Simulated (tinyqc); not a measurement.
Cahn-Hilliard equation on a periodic one-dimensional grid: one step, computed by the program tinyqc.

Free energy F = h sum_j [A (c_j^2 - 1)^2/4 + (kappa/2) ((c_(j+1) - c_j)/h)^2]; dc/dt = Lap(mu), mu = A (c^3 - c) - kappa Lap(c), Lap(y)_j = (y_(j+1) - 2 y_j + y_(j-1))/h^2, mobility 1; the grid has n = 16 points.

Task: Linear stability. f'' = A (3 c0^2 - 1). Mode m has lambda_m = (4/h^2) sin^2(pi m/n) and the rate w_m = -lambda_m (f'' + kappa lambda_m). In the continuum the fastest wavelength is 2 pi sqrt(2 kappa/|f''|) with the rate f''^2/(4 kappa). Explicit steps near c = +-1, where f'' = 2A, are stable for dt < 2/(16 kappa/h^4 + 8 A/h^2).

Inputs (values chosen for the exercise, in reduced units): spacing h = 0.92; well depth A = 0.71; gradient coefficient kappa = 0.53; mean composition c0 = -0.23.

Give: f''; Modes of the grid; fastest wavelength; largest rate; explicit limit of dt.

Result:

f'' = -0.597323

Modes of the grid:
```
m  lambda_m      w_m
1    0.1799   0.0903
2    0.6921   0.1595
3    1.4587  -0.2564
4    2.3629  -1.5478
5    3.2672  -3.7060
6    4.0338  -6.2145
7    4.5460  -8.2377
8    4.7259  -9.0142
```

fastest wavelength = 8.3701

largest rate = 0.16830

explicit limit of dt = 0.10783
